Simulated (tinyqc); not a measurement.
## From single traps to 1/f noise

4 half-filled traps with time constants tau_j = 9.5e-8 s times 10^(2 j), j = 0..3, each shift the threshold by a = 7.17 uV when filled and give the Lorentzian a^2 tau/(1 + (2 pi f tau)^2). For time constants spread evenly in ln tau the sum tends to a^2/(4 f ln(10^2)). slope = d ln S/d ln f.

Result of one run:
```
S (uV^2/Hz),1/f limit (uV^2/Hz),slope,j of the largest term
0.001839,0.002791,-1.428,2
```

Which noise frequency f gave this result: 0.1, 1000, 1e6 or 1e8 Hz?

f = 1000 Hz.

The whole series:
```
f (Hz),S (uV^2/Hz),1/f limit (uV^2/Hz),slope,j of the largest term
0.01,4.933,279.1,-7.054e-5,3
0.1,4.916,27.91,-0.007029,3
1,3.650,2.791,-0.5183,3
30,0.06300,0.09303,-0.5272,2
1000,0.001839,0.002791,-1.428,2
30000,1.225e-4,9.303e-5,-1.470,1
1e6,3.739e-6,2.791e-6,-0.5800,0
1e7,1.347e-7,2.791e-7,-1.946,0
1e8,1.384e-9,2.791e-8,-1.999,0
```

Below the slowest trap (1/(2 pi tau) = 1.7 Hz) the spectrum is flat, slope 0.00 in the first row; above the fastest (1.7e6 Hz) the slope tends to -2 (-2.00 in the last row). In between, at 30, 1000 and 30000 Hz, the slopes are -0.53, -1.43 and -1.47, and S is 34 % below the 1/f limit at 1000 Hz.

Computed by the program tinyqc: `OMP_NUM_THREADS=1 python tinyqc.py 2150058 2150059 out.jsonl`, one thread of a shared Intel Xeon 2.30GHz, about 0.01 s for the whole run.
